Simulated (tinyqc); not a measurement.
Changing the alloy fraction f: Debye-Callaway model of lattice thermal conductivity. Computed by tinyqc, a small Python program. Command: `OMP_NUM_THREADS=1 python tinyqc.py 3025883 3025884 out.jsonl callaway sweep`. One thread of a shared host (Intel(R) Xeon(R) Processor @ 2.30GHz), about 0.02 s of CPU time with the checks.

Three acoustic branches with one velocity v, cut at omega_D = k_B Theta/hbar; x = hbar omega/(k_B T). v and Theta are separate inputs: Theta cuts off the heat-carrying modes, so C need not reach 3 k_B/V. gamma is an effective value that sets the umklapp rate.

Inputs (values chosen for the exercise, modelled on silicon carbide): sound velocity v = 8920 m/s; Debye temperature Theta = 1120 K; volume per atom V = 10.4 angstrom^3; mean atomic mass M = 20.05 u; effective Grueneisen parameter gamma = 2.88; umklapp exponent divisor b = 2.5; mass difference Delta M = 15.6 u; Casimir length L = 290 micrometre; temperature T = 300 K.

Sample: crystal. Point defects: alloy. Normal processes: left out.

Constants: k_B = 1.380649e-23 J/K; hbar = 1.054571817e-34 J s; u = 1.6605390666e-27 kg.

Method:
- For a random alloy on all sites Gamma = f (1 - f) (Delta M/M)^2, with M the mean mass; strain-field scattering is left out. A = V Gamma/(4 pi v^3).
- Rates: point defects A omega^4; umklapp B omega^2 T exp(-Theta/(b T)) with B = hbar gamma^2/(M v^2 Theta). Boundaries: v/L.
- kappa_1 = c int tau_C g dx, g = x^4 e^x/(e^x - 1)^2, c = (k_B/(2 pi^2 v)) (k_B T/hbar)^3, over 0 < x < min(Theta/T, 40), by 96 Gauss-Legendre points in s with x = x_max s^2; tau_C = tau_R, the inverse of the summed rates, and kappa = kappa_1.
- Heat capacity C = 3 c int g dx / v^2; grey free path 3 kappa/(C v); the median free path v tau_C halves kappa_1 when the quadrature points are ordered by free path (each counted at half its weight, interpolated in the logarithm); likewise at 10 % and 90 %.

One run for each value:
```
alloy fraction f  kappa (W/(m K))    Gamma  median free path (nm)
0.001                      355.58  0.00060                  161.3
0.003                      295.00  0.00181                  202.2
0.01                       212.26  0.00599                  306.9
0.02                       166.90  0.01187                  420.2
0.05                       116.76  0.02876                  674.5
0.1                         87.85  0.05448                  981.4
0.2                         66.91  0.09686                 1392.6
0.35                        56.25  0.13772                 1728.7
0.5                         53.65  0.15134                 1834.0
```

Over the rows, kappa (W/(m K)) falls from 356 to 53.6 (exponent d ln y / d ln x -0.17 between the first rows and -0.13 between the last); Gamma rises from 6.05e-4 to 0.151 (exponent d ln y / d ln x 1.00 between the first rows and 0.26 between the last); median free path (nm) rises from 161 to 1830 (exponent d ln y / d ln x 0.21 between the first rows and 0.17 between the last). Most of the loss comes early: from f = 0.001 to 0.05 kappa falls by a factor 3.05, from 0.05 to 0.5 by 2.18. M and v are held fixed here.

Caution (rows 0.100, 0.200, 0.350, 0.500): for so large a Gamma the Rayleigh formula is only rough near omega_D.
